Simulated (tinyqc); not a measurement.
Resistance of a tapered via with liner, size effect and interface: one step of the calculation.

A round via whose diameter grows from db at the bottom as D(z) = db + 2 z/tan(ang). The fill, of diameter D - 2 tl, starts above the bottom liner (thickness fb tl) and has rho = rho0 (1 + ks lam/(D - 2 tl)); the sidewall liner conducts in parallel with it. The bottom liner and the interface are crossed over the full area pi db^2/4. Spreading in the lines above and below is left out.

Question. Slices of the via. Slices between z0 = fb tl and hv, evaluated at their midpoints: conductance per length pi/4 [(D - 2 tl)^2/rho + (D^2 - (D - 2 tl)^2)/rl], slice resistance = slice height over that. 7 slices.

Values chosen for this exercise; fill metal close to ruthenium: diameter at the bottom db = 11 nm; height hv = 29 nm; sidewall angle ang = 86 degrees; bulk resistivity of the fill rho0 = 7.77 uohm cm; mean free path of the fill lam = 6.77 nm; size-effect factor ks = 0.7; liner on the sidewall tl = 0.3 nm; liner at the bottom over that on the sidewall fb = 0.7; resistivity of the liner rl = 290 uohm cm.

Find: z; D; rho; slice resistance.

Answer.

z, slice 0 to 6 (nm): [2.2664, 6.3793, 10.492, 14.605, 18.718, 22.831, 26.944]
D, slice 0 to 6 (nm): [11.317, 11.892, 12.467, 13.043, 13.618, 14.193, 14.768]
rho, slice 0 to 6 (uohm cm): [11.206, 11.031, 10.873, 10.729, 10.599, 10.479, 10.369]
slice resistance, slice 0 to 6 (ohm): [5.0866, 4.5114, 4.0272, 3.6160, 3.2639, 2.9602, 2.6966]

Program tinyqc, `OMP_NUM_THREADS=1 python tinyqc.py 2750049 2750050 out.jsonl`; Intel Xeon 2.30GHz, shared host, one thread, about 0.01 s.
